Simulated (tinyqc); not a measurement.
# Worked calculation: surface potential of a MOS transistor: implicit equation and explicit approximations

tinyqc, about 0.01 s, one thread, Intel Xeon 2.30GHz (shared host): `OMP_NUM_THREADS=1 python tinyqc.py 2122102 2122103 out.jsonl` Printed values are rounded.

p-type body, charge-sheet picture, depletion and inversion only, full ionisation (an idealisation for deep acceptors), Boltzmann statistics (rough once Na exp(x - xn) passes about Nc/7). In units of Vt: xg = (Vg - Vfb)/Vt, x = psi/Vt, G = gamma/sqrt(Vt), xn = (2 phiF + Vc)/Vt. The implicit equation is (xg - x)^2 = G^2 [x - 1 + exp(x - xn)] for x above about 3. Cox = eps0 eox/tox.

Inputs (values chosen for the exercise); band and dielectric values close to those of silicon:

| symbol | value | unit | meaning |
|---|---|---|---|
| T | 250 | K | temperature |
| Eg | 1.12 | eV | band gap |
| eps_r | 11.5 |  | relative permittivity |
| Nc | 2.15e19 | cm^-3 | conduction-band density of states at T |
| Nv | 2.02e19 | cm^-3 | valence-band density of states at T |
| eox | 3.9 |  | relative permittivity of the gate insulator (close to silicon dioxide) |
| tox | 2.2 | nm | insulator thickness |
| Na | 3.2e16 | cm^-3 | acceptor density |
| Vfb | -0.36 | V | flat-band voltage |
| Vc | 0.2 | V | channel-body voltage |
| Vg | 1.4 | V | gate-body voltage |

Constants: q = 1.602176634e-19 C, kB = 1.380649e-23 J/K, Vt = kB T/q, eps0 = 8.8541878128e-14 F/cm where lengths are in cm. Results are converted to the units shown.

Range of the model: The electron quasi-Fermi level lies less than 2 Vt below the band edge at the surface, or above it, where degeneracy and confinement, left out, matter.

## Scales

ni = sqrt(Nc Nv) exp(-Eg/(2 Vt)), Eg in volts; phiF = Vt ln(Na/ni); gamma = sqrt(2 q eps0 eps_r Na)/Cox; VT = Vfb + Vt (xn + G sqrt(xn - 1)).

phiF = 0.420423 V
gamma = 0.0650995 V^0.5
G = 0.443528
xn = 48.3141
VT = 0.746571 V
xg = 81.6958

## Explicit approximation

Depletion value a = 1 + [sqrt(G^2/4 + xg - 1) - G/2]^2; inversion value b = xn + ln[(xg - xn)^2/G^2 - xn + 1] and first guess y = min(a, b) - ln(1 + exp(-|a - b|)) if a > xn + 1, else b = y = a; one second-order correction with D = exp(y - xn), p = 2 (xg - y) + G^2 (1 + D), w = (xg - y)^2 - G^2 (y - 1 + D): z = y + 2 w/(p + sqrt(p^2 - 2 (2 - G^2 D) w)), or the Newton step z = y + w/p where the root is not real.

a = 77.8087
b = 56.9477
y = 56.9477
p = 1154.73
w = -503.569
z = 56.3285

The root of the implicit equation is x = 56.3854; y misses it by 0.56 and z by -0.057, in units of Vt.

## Starting value

x = y rounded to two decimals.

x at the start = 56.95

## Iteration 1: new x

D = exp(x - xn), f = (xg - x)^2 - G^2 (x - 1 + D), f' = -2 (xg - x) - G^2 (1 + D), x(new) = x - f/f'.

D = 5630.30
f = -506.230
f' = -1157.27
x after iteration 1 = 56.5126

## Iteration 2: new x

As before.

D = 3635.43
f = -91.8769
f' = -765.716
x after iteration 2 = 56.3926

## Course of the iteration

Stop when the step is below 1e-11, or after 60 iterations.

Course of the iteration:
```
iteration,x before the step,step
1,56.95,-0.437
2,56.5126,-0.120
3,56.3926,-7.20e-3
4,56.3854,-2.40e-5
5,56.3854,-2.66e-10
6,56.3854,0
```

Converged in 6 iterations.

## Potential, charges and gate control

converged x = 56.3854

psi = Vt x; N_dep = Cox Vt G sqrt(x - 1)/q; N_inv = (Cox Vt G/q) [sqrt(x - 1 + exp(x - xn)) - sqrt(x - 1)]; dpsi/dVg = 1/[1 + G^2 (1 + exp(x - xn))/(2 (xg - x))].

psi = 1.21473 V
N_dep = 6.96646e11 cm^-2
N_inv = 4.6452e12 cm^-2
dpsi/dVg = 0.0743833

psi lies 8.1 Vt above 2 phiF + Vc.
